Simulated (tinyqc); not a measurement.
# Froehlich polaron in a polar crystal, step by step

A worked calculation. Computed by tinyqc, a small Python program that keeps every step. Command: `OMP_NUM_THREADS=1 python tinyqc.py 3020784 3020785 out.jsonl frohlich walk`. One thread of a shared host (Intel(R) Xeon(R) Processor @ 2.30GHz), about 0.07 s of CPU time with the checks. Intermediate numbers are printed to about 5 digits and carried at full precision; extremes and crossings named in words are read from the listed rows.

One electron in a parabolic band of mass m*, coupled to dispersionless LO phonons in the continuum model. Energies are in units of hbar omega unless marked, wave numbers in k_0 = sqrt(2 m* omega/hbar).

Inputs (values chosen for the exercise, modelled on magnesium oxide): band mass m* = 0.399 m_0; LO phonon energy hbar omega = 91.5 meV; eps_inf = 2.92; static dielectric constant eps_s = 9.65; temperature T = 400 K; electron wave number k/k_0 = 0.11; trial v = 5.3; trial w = 2.

Constants: hbar^2/(2 m_0) = 3.80998212 eV angstrom^2; e^2/(4 pi eps_0) = 14.39964548 eV angstrom; k_B = 8.617333262e-05 eV/K; hbar = 6.582119569e-16 eV s; e = 1.602176634e-19 C; m_0 = 9.1093837015e-31 kg.

## Coupling constant and length scale

1/eps* = 1/eps_inf - 1/eps_s; k_0 = sqrt(2 m* omega/hbar) = sqrt(m* hbar omega / (hbar^2/(2 m_0))) with m* in m_0; alpha = (e^2/(4 pi eps_0)) k_0/(2 eps* hbar omega); polaron length 1/k_0.

eps* = 4.1869

k_0 = 0.097889 1/angstrom

coupling constant alpha = 1.8397

polaron length 1/k_0 = 10.216 angstrom

Intermediate coupling.

## Second-order perturbation theory

At T = 0 and k < k_0: E(k) = (k/k_0)^2 - alpha arcsin(k/k_0)/(k/k_0); so E(0) = -alpha, 1/m_p = (1 - alpha/6)/m*, and the mean number of phonons in the cloud at k = 0 is alpha/2. The Lee-Low-Pines variational state gives the same E(0) and m_p = m* (1 + alpha/6).

energy shift at k = 0 = -168.33 meV

E(k) = -1.8313 hbar omega

m*/m_p, second order = 0.69339

m_p/m*, Lee-Low-Pines = 1.3066

phonons in the cloud = 0.91984

## Strong-coupling trial states

Landau-Pekar: the lattice follows the mean electron density. A Gaussian state exp(-b^2 r^2/2) gives E(b) = (3/2) b^2 - alpha b sqrt(2/pi) (b in k_0), minimised at b = alpha sqrt(2/pi)/3 to E = -alpha^2/(3 pi); a state exp(-b r) gives E(b) = b^2 - (5/8) alpha b, minimised at b = 5 alpha/16 to E = -25 alpha^2/256.

best b, Gaussian = 0.48928 k_0

E, Gaussian = -0.35910 hbar omega

best b, exponential = 0.57490 k_0

E, exponential = -0.33051 hbar omega

The Gaussian bound lies below -alpha only for alpha > 3 pi = 9.42; here it lies above, so the self-trapped state is the poorer bound.

## Feynman's energy at a trial point

Feynman's bound: E(v, w) = 3 (v - w)^2/(4 v) - (alpha v/sqrt(pi)) int_0^infinity e^-u D(u)^(-1/2) du, D = w^2 u + ((v^2 - w^2)/v)(1 - e^(-v u)); integrals by 80 Gauss-Legendre points in s from 0 to 1 with u = 40 s^2.

first term = 1.5410 hbar omega

E(v, w) = -0.98588 hbar omega

## Feynman's variational polaron

Minimise over v > w > 0 (simplex search); mass m_p/m* = 1 + (alpha v^3/(3 sqrt(pi))) int u^2 e^-u D^(-3/2) du.

best v = 3.22

best w = 2.75

E, Feynman = -1.8860 hbar omega

polaron energy, Feynman = -172.57 meV

m_p/m*, Feynman = 1.42

The bound lies 2.5 % below -alpha, and the mass is 1.09 times the Lee-Low-Pines value.

## Mobility at low temperature

Scattering by absorption of an LO phonon: 1/tau = 2 alpha omega n, n = 1/(exp(hbar omega/(k_B T)) - 1); mu = e tau/m*, the weak-coupling result for k_B T well below hbar omega.

phonon occupation n = 0.075652

lifetime tau = 25.843 fs

mobility = 113.92 cm^2/(V s)

Caution: this mobility formula holds for weak coupling and k_B T well below hbar omega, and it leaves out all other scattering.

## All approximations against the coupling

Other columns: second order -alpha; Landau-Pekar Gaussian -alpha^2/(3 pi); Lee-Low-Pines mass 1 + alpha/6. The polaron energy in meV uses the given hbar omega.

Energies (hbar omega) and masses (m*):
```
alpha  second order   Gaussian   Feynman  Feynman (meV)  mass, LLP  mass, Feynman     v     w
0.46          -0.46  -0.022451  -0.46268        -42.335     1.0767          1.082  3.05  2.94
0.92          -0.92  -0.089806  -0.93098        -85.185     1.1533          1.177   3.1  2.88
1.8            -1.8   -0.34377   -1.8443        -168.75        1.3          1.408  3.22  2.76
2.9            -2.9   -0.89233   -3.0237        -276.67     1.4833          1.838   3.4  2.58
3.1            -3.1    -1.0197   -3.2434        -296.77     1.5167          1.942  3.44  2.54
6.1            -6.1    -3.9481   -6.8443        -626.25     2.0167          7.313  4.75  1.85
9.1            -9.1    -8.7864   -11.677        -1068.4     2.5167          66.79  10.1  1.27
12              -12    -15.279   -18.143        -1660.1          3          281.6  18.6  1.13
```

All three energies are upper bounds (-alpha through the Lee-Low-Pines state), and the Feynman value is the lowest in every row. It lies within 5 % of -alpha up to alpha = 3.1; at alpha = 12 it is 1.19 times the Gaussian value, whose alpha^2 law it approaches with a constant shift of about -3 ln 2 - 3/4 = -2.83 (here -2.86). The mass stays within 10 % of 1 + alpha/6 up to alpha = 1.8 and reaches 282 m* in the last row; w falls from 2.94 towards 1 while v grows to 18.6.

Checks made by the program: second-order shift against the integral -(2 alpha/pi) int dq/(1 + q^2) (relative difference below 1e-10); v = w reduces the bound to -alpha (relative difference 1e-10).
